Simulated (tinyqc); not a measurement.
Carrier statistics of a doped semiconductor with parabolic bands, step by step. Values are carried at full precision from step to step, so a last printed digit may differ when a step is redone from the rounded ones.

Constants: kB = 8.617333262e-05 eV/K; hbar^2/2m0 = 3.80998211 eV angstrom^2.

Inputs chosen for the exercise (near those of SiC; shifted at random, so the results belong to these values and not to a real crystal): Eg0 = 3.274 eV (gap at 0 K); al = 0.000646 eV/K (Varshni alpha); be = 1319 K (Varshni beta); T = 400 K; ml = 0.322 m0 (longitudinal electron mass); mt = 0.425 m0 (transverse electron mass); Mv = 3 (equivalent valleys); mhh = 0.983 m0 (heavy-hole mass); mlh = 0.438 m0 (light-hole mass); ND = 1.4e+18 1/cm^3 (donors); NA = 2.6e+17 1/cm^3 (acceptors); ED = 0.0582 eV (donor level below Ec); EA = 0.205 eV (acceptor level above Ev).

## Gap and thermal energy

Eg(T) = Eg0 - al T^2/(T + be) (Varshni).

Eg = 3.21387 eV
kT = 0.034469 eV

The gap has shrunk by 60.1 meV from 0 K and is 93.2 kT wide.

## Effective densities of states

m_de = Mv^(2/3) (ml mt^2)^(1/3); m_dh = (mhh^(3/2) + mlh^(3/2))^(2/3); N = 2 (m kB T/(4 pi c))^(3/2) with c = hbar^2/2m0, in 1/angstrom^3; times 1e24 for 1/cm^3.

m_de = 0.8059 m0
m_dh = 1.1693 m0
Nc = 2.7952e+19 1/cm^3
Nv = 4.8853e+19 1/cm^3

The light holes supply 22.9 % of Nv, and Nc/Nv = 0.572.

## Intrinsic density and level

With Boltzmann statistics ni = sqrt(Nc Nv) exp(-Eg/2kT) and Ei = Eg/2 + (kT/2) ln(Nv/Nc), counted from Ev.

ni = 0.209 1/cm^3
Ei = 1.6166 eV

Ei lies 9.6 meV above midgap, towards the band with the smaller density of states.

## Neutrality by bisection

Energies are counted from Ev, so Ec = Eg. n = Nc F_1/2((EF - Eg)/kT), p = Nv F_1/2(-EF/kT), ND+ = ND/(1 + 2 exp((EF - Eg + ED)/kT)), NA- = NA/(1 + 4 exp((EA - EF)/kT)); neutrality asks p + ND+ = n + NA-. F_j(eta) = (1/Gamma(j + 1)) integral_0^infinity x^j dx/(1 + exp(x - eta)), which tends to exp(eta) for eta << 0.

Start from the bracket [-0.2 eV, Eg + 0.2 eV]; at the midpoint EF take the sign of p + ND+ - n - NA-; where it is positive EF must rise. Fourteen steps are shown.

Bisection (eV, 1/cm^3):

| step | low | high | EF | n | p | ND+ | NA- | sign |
|---|---|---|---|---|---|---|---|---|
| 1 | -0.20000 | 3.41387 | 1.60694 | 0.158 | 0.277 | 1.40e+18 | 2.60e+17 | + |
| 2 | 1.60694 | 3.41387 | 2.51040 | 3.83e+10 | 1.15e-12 | 1.40e+18 | 2.60e+17 | + |
| 3 | 2.51040 | 3.41387 | 2.96214 | 1.88e+16 | 2.33e-18 | 1.39e+18 | 2.60e+17 | + |
| 4 | 2.96214 | 3.41387 | 3.18801 | 1.14e+19 | 3.33e-21 | 2.29e+17 | 2.60e+17 | - |
| 5 | 2.96214 | 3.18801 | 3.07507 | 4.95e+17 | 8.80e-20 | 1.17e+18 | 2.60e+17 | + |
| 6 | 3.07507 | 3.18801 | 3.13154 | 2.49e+18 | 1.71e-20 | 7.02e+17 | 2.60e+17 | - |
| 7 | 3.07507 | 3.13154 | 3.10330 | 1.11e+18 | 3.88e-20 | 9.74e+17 | 2.60e+17 | - |
| 8 | 3.07507 | 3.10330 | 3.08919 | 7.44e+17 | 5.85e-20 | 1.08e+18 | 2.60e+17 | + |
| 9 | 3.08919 | 3.10330 | 3.09625 | 9.11e+17 | 4.76e-20 | 1.03e+18 | 2.60e+17 | - |
| 10 | 3.08919 | 3.09625 | 3.09272 | 8.23e+17 | 5.28e-20 | 1.06e+18 | 2.60e+17 | - |
| 11 | 3.08919 | 3.09272 | 3.09095 | 7.82e+17 | 5.55e-20 | 1.07e+18 | 2.60e+17 | + |
| 12 | 3.09095 | 3.09272 | 3.09184 | 8.02e+17 | 5.41e-20 | 1.07e+18 | 2.60e+17 | + |
| 13 | 3.09184 | 3.09272 | 3.09228 | 8.13e+17 | 5.34e-20 | 1.06e+18 | 2.60e+17 | - |
| 14 | 3.09184 | 3.09228 | 3.09206 | 8.08e+17 | 5.38e-20 | 1.06e+18 | 2.60e+17 | - |

Each step halves the bracket, which is 0.441 meV wide at the last row.

## The neutral state

Solve the neutrality condition for EF to convergence.

EF = 3.0919 eV
n = 8.05e+17 1/cm^3
p = 5.40e-20 1/cm^3
ND+ = 1.06e+18 1/cm^3
NA- = 2.60e+17 1/cm^3

The material is n-type; 76.1 % of the donors are ionised. EF lies 3.54 kT inside the gap from the conduction edge, so Boltzmann statistics would serve; n p/(Nc Nv exp(-Eg/kT)) = 0.990.

## Checks

- F_1/2(1) by the trapezoid rule against adaptive quadrature: both 1.575641.
- Positive against negative charge at the solution (1/cm^3): both 1.06481e+18.

Computed by tinyqc, a small Python program: `OMP_NUM_THREADS=1 python tinyqc.py 1650380 1650381 out.jsonl` (the numbers bound the seed that draws the inputs); one thread of a shared host (Intel(R) Xeon(R) Processor @ 2.30GHz), about 0.01 s for the whole set of steps.
